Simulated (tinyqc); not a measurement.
Worked calculation: longitudinal sound in a periodic multilayer: transfer matrices, stop bands and folded phonons. Computed by tinyqc, a small Python program that keeps every step. Command: `OMP_NUM_THREADS=1 python tinyqc.py 3000264 3000265 out.jsonl multilayer walk`. One thread of a shared host (Intel(R) Xeon(R) Processor @ 2.30GHz), about 0.01 s of CPU time with the checks. Intermediate numbers are printed to about 6 digits and carried at full precision; extremes and crossings named in words are read from the listed rows.

Layers 1 and 2 repeat with period d = d_1 + d_2; waves travel normal to the layers, without loss. State vector (u, s): displacement u and stress divided by omega. Impedances Z = rho v are in 1e6 kg/(m^2 s).

Inputs (values chosen for the exercise, modelled on copper (layer 1), tantalum (layer 2) and gallium arsenide (substrate)):
```
quantity,value,unit
density rho_1,8.92,g/cm^3
velocity v_1,4680,m/s
thickness d_1,217,nm
density rho_2,16.7,g/cm^3
velocity v_2,4080,m/s
thickness d_2,189,nm
substrate density,5.4,g/cm^3
substrate velocity,4640,m/s
periods N,5,-
frequency f,6.43,GHz
```

## Impedances, mean velocity and Bragg frequency

Z = rho v; interface reflection r = (Z_2 - Z_1)/(Z_2 + Z_1) (stress amplitude, from 1 into 2); Bragg frequency f_B = 1/[2 (d_1/v_1 + d_2/v_2)]; long-wave velocity v_eff = d/sqrt[(d_1/v_1)^2 + (d_2/v_2)^2 + (Z_1/Z_2 + Z_2/Z_1)(d_1/v_1)(d_2/v_2)].

Z_1 = 41.7456

Z_2 = 68.136

Z of the substrate = 25.056

interface reflection r = 0.240171

Bragg frequency f_B = 5.39426 GHz

long-wave velocity v_eff = 4251.94 m/s

## Transfer matrix of one period

A layer maps (u, s) by [[cos p, sin p/Z], [-Z sin p, cos p]], p = 2 pi f d_i/v_i; one period is M = M_2 M_1, and cos(q d) = trace(M)/2.

phase p_1 = 1.87329 rad

phase p_2 = 1.87151 rad

M:
```
,1,2
1,-0.470378,-0.0109492
2,31.1906,-1.39991
```

trace(M)/2 = -0.935144

|trace/2| < 1: f lies in a pass band, with q d = 2.7795 rad (folded into 0 to pi).

## Transmission through N periods

For N periods A = M^N. A wave comes from a thick layer of material 1 and leaves into the substrate (Z_s): transmitted power T = 4 Z_1 Z_s/|Z_1 A_22 + Z_s A_11 - i (Z_1 Z_s A_12 - A_21)|^2, reflected power R = 1 - T.

A = M^N:
```
,1,2
1,1.51191,-0.0300217
2,85.5216,-1.03677
```

transmitted power T = 0.305389

T in decibel = -5.15147 dB

## The first stop band

Gap m contains m f_B; its edges, where trace(M)/2 = (-1)^m, are found by root search. Weak-contrast estimate of the width: (4 f_B/pi) |r sin(m pi a)|, a = (d_1/v_1)/(d_1/v_1 + d_2/v_2).

lower edge = 4.56135 GHz

upper edge = 6.22718 GHz

width/f_B = 30.8814 %

transmitted power at f_B = 0.0177348

## The first four gaps

The formulas are those given above.

Stop bands (GHz):
```
m,lower edge,upper edge,width,weak-contrast estimate
1,4.5614,6.2272,1.66583,1.64954
2,10.7873,10.7898,0.00246,0.00246
3,15.3499,17.0157,1.66582,1.64954
4,21.5746,21.5795,0.00492,0.00492
```

With a = 0.500, gap 1 is the widest and gap 2 the narrowest: the layers are near a quarter wave each at f_B, so the even gaps almost close. The weak-contrast estimate misses the first width by -1.0 % at |r| = 0.24. Odd gaps open at the edge of the folded zone (q = pi/d), even ones at its centre.

## Mirror strength against the number of periods

The formulas are those given above.

Transmitted power:
```
N,T at f_B,T at f_B (dB),T at f
1,0.600263,-2.21659,0.619828
2,0.287594,-5.41221,0.397468
3,0.119294,-9.23381,0.301097
4,0.0465526,-13.3206,0.275872
6,0.00669442,-21.7429,0.408828
8,9.46023e-04,-30.2410,0.952816
12,1.87921e-05,-47.2602,0.286641
16,3.73124e-07,-64.2815,0.751410
24,1.47095e-10,-98.3240,0.542138
```

At f_B each further period removes 4.26 dB at large N, which is 20 log10 of the impedance ratio, 4.26 dB, as for a quarter-wave stack; 99 % reflection needs N = 6 among these rows. At f, in a pass band, T does not decay with N. Values below about 1e-6 belong to the ideal stack: roughness and scattering into other modes, left out here, set a floor in a real one.

Checks made by the program: trace against Rytov's formula cos p_1 cos p_2 - (1/2)(Z_1/Z_2 + Z_2/Z_1) sin p_1 sin p_2 (relative difference below 1e-10).
